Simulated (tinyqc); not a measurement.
Self-heating of a transistor with one or more fingers, with temperature-dependent conductivity. From one set of inputs to another, one input at a time. Computed by tinyqc, a small Python program. Command: `OMP_NUM_THREADS=1 python tinyqc.py 3021101 3021102 out.jsonl selfheat ladder`. One thread of a shared host (Intel(R) Xeon(R) Processor @ 2.30GHz), about 0.2 s of CPU time with the checks.

N long parallel fingers lie on the top face of a slab whose bottom is held at T_0; the top is otherwise insulated, and heat flows in two dimensions. P in W/mm is 1000 P in W/m.

The inputs printed are set A. Set A is modelled on diamond; the values taken over come from a set modelled on silicon. Inputs not listed in the table keep their values of set A, so the rows need not describe a real material.

Inputs (values chosen for the exercise, modelled on diamond):
```
quantity                                      value           unit
conductivity at the base temperature kappa_0   1990        W/(m K)
exponent m in kappa ~ T^-m                     1.25              -
base temperature T_0                            300              K
power per gate width P                            6           W/mm
fingers N                                         5              -
finger pitch s                                   24     micrometre
width of the heat source w                      1.2     micrometre
substrate thickness t                           130     micrometre
phonon free path Lambda                         400             nm
heat capacity C                                1.77  1e6 J/(m^3 K)
pulse length                                    6.1    microsecond
```

Power: fixed power.

Method:
- A line source of power P on the top face raises the top at distance x by (P/(pi kappa_0)) g(x), g(x) = -ln tanh(pi x/(4 t)) (the image sum for the slab). On a strip of width w the centre sees the mean of g over the strip, g_0 = 1 + ln(8 t/(pi w)) for w much below t.
- theta_i = (P/(pi kappa_0)) [g_0 + sum over j != i of g(|i - j| s)], with equal powers and constant conductivity; thermal resistance = largest theta/P.
- Kirchhoff transformation for kappa = kappa_0 (T/T_0)^-m: T = T_0 [1 - (m - 1) theta/T_0]^(-1/(m - 1)), where theta is the linear rise.
- The bracket vanishes at the power P T_0/((m - 1) theta).
- After switching on, theta(tau) = (P D/kappa_0) int_0^tau X(u) Z(u) du at the hottest finger, D = kappa_0/C; X = sum over fingers at distance x of [erf((x + w/2)/r) - erf((x - w/2)/r)]/(2 w), Z = sum_(j=-200..200) (-1)^j exp(-(2 j t/r)^2)/sqrt(pi D u), r = 2 sqrt(D u); trapezoid rule on 300 points evenly spaced in ln u from u_0 = 1e-3 min(tau, w^2/D) to tau, plus the exact piece 2 sqrt(u_0/(pi D))/w below u_0. Conductivity and power are held at their base values here, and Fourier's law is used even where the diffusion length is near a phonon free path.

Each row keeps all changes above it:
```
input moved                                             from    to  thermal resistance (K mm/W)  linear rise after the pulse (K)  true rise / linear rise
set A                                                      -     -                        2.084                         11.03500                   1.0266
power per gate width P (W/mm)                              6  0.74                        2.084                          1.36090                   1.0032
finger pitch s (micrometre)                               24    18                        2.263                          1.49150                   1.0035
width of the heat source w (micrometre)                  1.2  0.15                        2.596                          1.73760                   1.0040
heat capacity C (1e6 J/(m^3 K))                         1.77   1.6                        2.596                          1.76120                   1.0040
substrate thickness t (micrometre)                       130    68                        2.093                          1.54390                   1.0032
pulse length (microsecond)                               6.1  0.26                        2.093                          0.96419                   1.0032
conductivity at the base temperature kappa_0 (W/(m K))  1990   141                       29.545                          9.30060                   1.0473
```

Where does the difference come from?

Thermal resistance goes from 2.08 to 29.5, a factor 14.2 in all. The largest single move comes from conductivity at the base temperature kappa_0 (a factor 14.1). Linear rise after the pulse goes from 11.0 to 9.30, a factor 0.843 in all. The largest single move comes from conductivity at the base temperature kappa_0 (a factor 9.65), but it runs against the net change; the largest move in the direction of the net change is power per gate width P (a factor 0.123). True rise / linear rise goes from 1.03 to 1.05, a factor 1.020 in all. The largest single move comes from conductivity at the base temperature kappa_0 (a factor 1.04), and power per gate width P works against it (a factor 0.9772). The single moves hold for this order of the switches; the total does not depend on the order.

Caution (rows width of the heat source w, heat capacity C, substrate thickness t, pulse length, conductivity at the base temperature kappa_0): the source is narrower than two phonon free paths, so the Fourier result understates the rise at the source.

Extremes, crossings and ranges named in words are read from the listed rows.
